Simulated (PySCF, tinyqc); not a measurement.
RHF in the 3-21g basis, for H3-, spin multiplicity 1, step by step. The basis has no diffuse functions, so it cannot describe the extra electron: this is an exercise in the method, not the real anion. The lowest restricted solution is unstable here: a spin-polarised one lies 0.0053 hartree lower (PySCF). One step of it, computed by the program tinyqc.

Question. Orthogonalisation. S = U s U^T; symmetric (Loewdin) form X = U s^(-1/2) U^T, so that X^T S X = 1.

overlap S:
```
          1H 1s     1H 2s     2H 1s     2H 2s     3H 1s     3H 2s
1H 1s  1.000000  0.645899  0.123844  0.317822  0.081428  0.273699
1H 2s  0.645899  1.000000  0.317822  0.650783  0.273699  0.594416
2H 1s  0.123844  0.317822  1.000000  0.645899  0.012000  0.136974
2H 2s  0.317822  0.650783  0.645899  1.000000  0.136974  0.390624
3H 1s  0.081428  0.273699  0.012000  0.136974  1.000000  0.645899
3H 2s  0.273699  0.594416  0.136974  0.390624  0.645899  1.000000
```

Give: eigenvalues of S; X.

Answer.

eigenvalues of S: 0.1687  0.2563  0.3913  0.9799  1.3465  2.8574

X:
```
         1H 1s    1H 2s    2H 1s    2H 2s    3H 1s    3H 2s
1H 1s   1.2503  -0.5191   0.0191   0.0209   0.0309   0.0240
1H 2s  -0.5191   1.7303  -0.0056  -0.4828  -0.0035  -0.4137
2H 1s   0.0191  -0.0056   1.2438  -0.4877   0.0174   0.0371
2H 2s   0.0209  -0.4828  -0.4877   1.5311   0.0327  -0.1152
3H 1s   0.0309  -0.0035   0.0174   0.0327   1.2438  -0.4866
3H 2s   0.0240  -0.4137   0.0371  -0.1152  -0.4866   1.4731
```
